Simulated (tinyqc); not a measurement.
# Disorder and hopping from G and Sigma

Inverse problem. In a semi-elliptic band with self-consistent Born disorder, Sigma = D G and G = 1/(z - (t^2 + D) G), z = E + i eta. Find D and t.

Values chosen for this exercise:
- eta = 0.006 eV (bare broadening)
- E = 0.634 eV (energy from the band centre)

G = 0.6856825-1.2969608i 1/eV
Im Sigma = -0.12969608 eV

Answer. D = Im Sigma/Im G, and t^2 + D = (z - 1/G)/G.

D = 0.100 eV^2
t = 0.600 eV

Program tinyqc, `OMP_NUM_THREADS=1 python tinyqc.py 2720006 2720007 out.jsonl`; Intel Xeon 2.30GHz, shared host, one thread, about 0.01 s.
